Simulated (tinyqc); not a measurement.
Geometry optimisation on the RHF/sto-3g surface (energies and gradients from PySCF), for H2, spin multiplicity 1, step by step. Computed by tinyqc, a small Python program that keeps every step (integrals from PySCF). Settings: charge = 0, multiplicity = 1, basis = sto-3g, optimiser = bfgs, first Hessian = 0.6, largest step = 0.5, iteration cap = 30. Command: `OMP_NUM_THREADS=1 python tinyqc.py 31889 31890 out.jsonl` (the two numbers bound the seeds that draw the settings). One thread of a shared host (Intel(R) Xeon(R) Processor @ 2.60GHz), about 0.1 s of CPU time with the checks.

## Step 1: energy and gradient

positions at the start (bohr):
```
          x        y        z
1H  0.00000  0.00000  0.00000
2H  0.00000  0.00000  1.52123
```

Self-consistent energy and analytic gradient at these positions.

energy = -1.1101383 hartree

gradient (hartree/bohr):
```
            x          y           z
1H  0.0000000  0.0000000  -0.0769272
2H  0.0000000  0.0000000   0.0769272
```

## Step 1: move

Quasi-Newton step p = -H^(-1) g (first H = 0.6 times the unit matrix); steps longer than 0.5 bohr are cut back.

positions after step 1 (bohr):
```
          x        y        z
1H  0.00000  0.00000  0.12821
2H  0.00000  0.00000  1.39302
```

## Step 2: energy and gradient

As before.

energy = -1.1154468 hartree

gradient (hartree/bohr):
```
            x          y           z
1H  0.0000000  0.0000000   0.0530646
2H  0.0000000  0.0000000  -0.0530646
```

## Step 2: move

inverse Hessian in use (bohr^2/hartree), lower triangle:
```
         1        2        3        4        5        6
1  1.66667
2  0.00000  1.66667
3  0.00000  0.00000  1.32649
4  0.00000  0.00000  0.00000  1.66667
5  0.00000  0.00000  0.00000  0.00000  1.66667
6  0.00000  0.00000  0.34018  0.00000  0.00000  1.32649
```

Quasi-Newton step p = -H^(-1) g (the inverse Hessian comes from BFGS updates; coordinates in the order x, y, z of each atom); steps longer than 0.5 bohr are cut back.

positions after step 2 (bohr):
```
          x        y        z
1H  0.00000  0.00000  0.07587
2H  0.00000  0.00000  1.44536
```

## Convergence

Stop when the largest gradient component is below 3e-5 hartree/bohr. The inverse Hessian follows the BFGS update with s = step, y = change of gradient.

Course of the optimisation:
```
step  E (hartree)  largest gradient (hartree/bohr)
1      -1.1101383                         7.69e-02
2      -1.1154468                         5.31e-02
3      -1.1173508                         1.30e-02
4      -1.1175034                         1.69e-03
5      -1.1175059                         6.48e-05
6      -1.1175059                         3.07e-07
```

Final distances (angstrom):
```
pair   distance
2H-1H   0.71223
```

Converged in 6 steps.
